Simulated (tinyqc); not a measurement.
Inside a calculation: tunnelling through a thin dielectric with one trap, as a tight-binding chain. Values are carried at full precision from step to step, so a last printed digit may differ when a step is redone from the rounded ones.

Hopping -t everywhere, t = c/(m a^2), c = hbar^2/2m0; lead sites at 2t (band bottom 0), barrier sites 1 to N at 2t + phi, and site j has U besides. No voltage. Leads give S = -t exp(ika) on sites 1 and N, cos(ka) = 1 - E/(2t). T = (2 t sin(ka))^2 |G_1N|^2, G = (E - H - S)^-1. In the barrier cosh(q a) = 1 + (phi - E)/(2t).

Constants: hbar^2/2m0 = 3.80998211 eV angstrom^2; hbar = 6.58211957e-16 eV s.

Inputs chosen for the exercise (barrier and mass of the size used for SiO2 on silicon; shifted at random, so the results belong to these values and not to a real crystal): a = 2 angstrom (site spacing); m = 0.44 m0 (mass, the same in leads and barrier); phi = 3.04 eV (conduction edge of the barrier above that of the leads); U = -4.72 eV (extra energy on the trap site); E = 1.07 eV (electron energy); N = 11 (barrier sites); j = 3 (site of the trap).

## Scales

Form t, ka, q a, and the level of the trap in an endless barrier, Eb = phi + 2t - sqrt(4 t^2 + U^2).

t = 2.16476 eV
ka = 0.718400 rad
q a = 0.92105
Eb = 0.9646 eV

## The matrix E - H - S

Fill it in.

E - H - S (eV):
```
                    1         2         3         4         5
1   -4.66976+1.42481i   2.16476   0.00000   0.00000   0.00000
2             2.16476  -6.29953   2.16476   0.00000   0.00000
3             0.00000   2.16476  -1.57953   2.16476   0.00000
4             0.00000   0.00000   2.16476  -6.29953   2.16476
5             0.00000   0.00000   0.00000   2.16476  -6.29953
6             0.00000   0.00000   0.00000   0.00000   2.16476
7             0.00000   0.00000   0.00000   0.00000   0.00000
8             0.00000   0.00000   0.00000   0.00000   0.00000
9             0.00000   0.00000   0.00000   0.00000   0.00000
10            0.00000   0.00000   0.00000   0.00000   0.00000
11            0.00000   0.00000   0.00000   0.00000   0.00000

           6         7         8         9        10
1    0.00000   0.00000   0.00000   0.00000   0.00000
2    0.00000   0.00000   0.00000   0.00000   0.00000
3    0.00000   0.00000   0.00000   0.00000   0.00000
4    0.00000   0.00000   0.00000   0.00000   0.00000
5    2.16476   0.00000   0.00000   0.00000   0.00000
6   -6.29953   2.16476   0.00000   0.00000   0.00000
7    2.16476  -6.29953   2.16476   0.00000   0.00000
8    0.00000   2.16476  -6.29953   2.16476   0.00000
9    0.00000   0.00000   2.16476  -6.29953   2.16476
10   0.00000   0.00000   0.00000   2.16476  -6.29953
11   0.00000   0.00000   0.00000   0.00000   2.16476

                   11
1             0.00000
2             0.00000
3             0.00000
4             0.00000
5             0.00000
6             0.00000
7             0.00000
8             0.00000
9             0.00000
10            2.16476
11  -4.66976+1.42481i
```

## Transmission

Invert the matrix; T = (2 t sin(ka))^2 |G_1N|^2.

first row of G (1/eV): -0.03975-0.002259i  0.3747+0.02129i  1.130+0.06421i  0.4499+0.02556i  0.1791+0.01018i  0.07131+0.004054i  0.02839+0.001620i  0.01130+0.0006599i  0.004502+0.0003005i  0.001800+0.0002146i  0.0007356+0.0003239i

T = 5.246e-06

Without the trap T is 6.22e-09: the trap changes it by a factor 843 at this energy.

## The resonance

Resonance: the lowest eigenvalue of H + S(E), iterated until its real part equals E (40 rounds from Eb = phi + 2t - sqrt(4t^2 + U^2), the level in an endless barrier). With v the normalised squared amplitudes of that state, Gamma_L = 2 t sin(ka) v_1, Gamma_R = 2 t sin(ka) v_N; Breit-Wigner T = Gamma_L Gamma_R/((E - Er)^2 + (Gamma_L + Gamma_R)^2/4).

Find Er, the two widths, the peak height 4 Gamma_L Gamma_R/(Gamma_L + Gamma_R)^2 and the escape time hbar/(Gamma_L + Gamma_R).

Er = 0.9569 eV

widths (meV): left 60.04, right 0.0007136

peak height = 4.755e-05
escape time = 11.0 fs

squared amplitudes: 0.0221  0.1137  0.7337  0.1108  0.0167  0.0025  0.0004  0.0001  0.0000  0.0000  0.0000

The nearby leads move the level 7.7 meV below its value in an endless barrier. The trap is closer to the left lead, which takes 100.0 % of the escapes.

## Checks

- T at Er from the chain against the Breit-Wigner peak: both 4.75e-05.
- T without trap against the closed form for a lattice barrier: both 6.220e-09.

(tinyqc, `OMP_NUM_THREADS=1 python tinyqc.py 1480915 1480916 out.jsonl`, Intel(R) Xeon(R) Processor @ 2.30GHz, 1 thread, shared host, about 0.1 s.)
